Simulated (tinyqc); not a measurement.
Lateral field, substrate current, probability of reaching the oxide barrier and hot-carrier lifetime of a silicon transistor (pseudo-two-dimensional and lucky-electron models). From I_sub/I_D back to ionisation field B_i. Computed by tinyqc, a small Python program. Command: `OMP_NUM_THREADS=1 python tinyqc.py 3023161 3023162 out.jsonl hotcar inv`. One thread of a shared host (Intel(R) Xeon(R) Processor @ 2.30GHz), about 0.01 s of CPU time with the checks.

Local-field models: a lucky carrier gains its energy at the peak field over a path free of collisions. Voltages are magnitudes.

Inputs (values chosen for the exercise, modelled on a silicon n-channel):

| quantity | value | unit |
|---|---|---|
| channel length L | 840 | nm |
| oxide thickness t | 15 | nm |
| junction depth x_j | 240 | nm |
| mobility mu | 350 | cm^2/(V s) |
| saturation velocity v_s | 0.9 | 1e7 cm/s |
| threshold voltage V_T | 0.67 | V |
| gate voltage V_G | 2.7 | V |
| drain voltage V_D | 4.1 | V |
| ionisation prefactor A_i | 2.2e+06 | 1/cm |
| hot-carrier mean free path lambda | 7.2 | nm |
| oxide barrier phi_b | 3.1 | eV |
| interface-trap threshold phi_it | 3.8 | eV |
| lifetime constant H | 3 | s microampere/micrometre |

Drain: abrupt.

Constants: eps_0 = 8.8541878128e-12 F/m.

Method:
- C_ox = 3.9 eps_0/t; F_sat = 2 v_s/mu; V_Dsat = V_ov F_sat L/(V_ov + F_sat L), V_ov = V_G - V_T; I_D/W = C_ox v_s (V_ov - V_Dsat).
- Scale length l = 0.22 t^(1/3) x_j^(1/2) (all in cm); F_m = sqrt(((V_D - V_Dsat)/l_e)^2 + F_sat^2), with l_e = l; length of the velocity-saturated region l_e ln((V_D - V_Dsat)/(l_e F_sat) + F_m/F_sat).
- Substrate current I_sub/I_D = (A_i/B_i)(V_D - V_Dsat) exp(-B_i/F_m); probability of reaching the oxide barrier exp(-phi_b/(e lambda F_m)); lifetime tau = (H/(I_D/W)) exp(phi_it/(e lambda F_m)).

Problem. A run gave the result below. Find the ionisation field B_i, known to lie between 1.6 and 2.6 MV/cm.

I_sub/I_D = 0.001497626

Solution.

Each step takes the trial c = (a f_b - b f_a)/(f_b - f_a), f being the result less the target and a, b, c the logarithms of the listed values; c replaces end b, the old b replaces a if the sign of f changed, and otherwise f_a is halved.

Scan of the range:

| ionisation field B_i (MV/cm) | I_sub/I_D |
|---|---|
| 1.60 | 0.00317821 |
| 1.73 | 0.00165492 |
| 1.88 | 0.00078488 |
| 2.04 | 0.00035668 |
| 2.21 | 0.00015534 |
| 2.40 | 0.00006178 |
| 2.60 | 0.00002356 |

False position (Illinois rule, in the logarithm of the input) inside the bracket:

| step | end a | end b | trial | I_sub/I_D |
|---|---|---|---|---|
| 1 | 1.73000 | 1.88000 | 1.75620 | 0.00145199 |
| 2 | 1.73000 | 1.75620 | 1.74654 | 0.00152375 |
| 3 | 1.75620 | 1.74654 | 1.75005 | 0.00149727 |
| 4 | 1.74654 | 1.75005 | 1.75000 | 0.00149762 |
| 5 | 1.74654 | 1.75000 | 1.75000 | 0.00149763 |
| 6 | 1.75000 | 1.75000 | 1.75000 | 0.00149763 |

I_sub/I_D falls at every point of a 13-point scan of the range (every second point is shown), so one value fits; it is bracketed by 1.73 and 1.88. Answer: ionisation field B_i = 1.750 MV/cm.
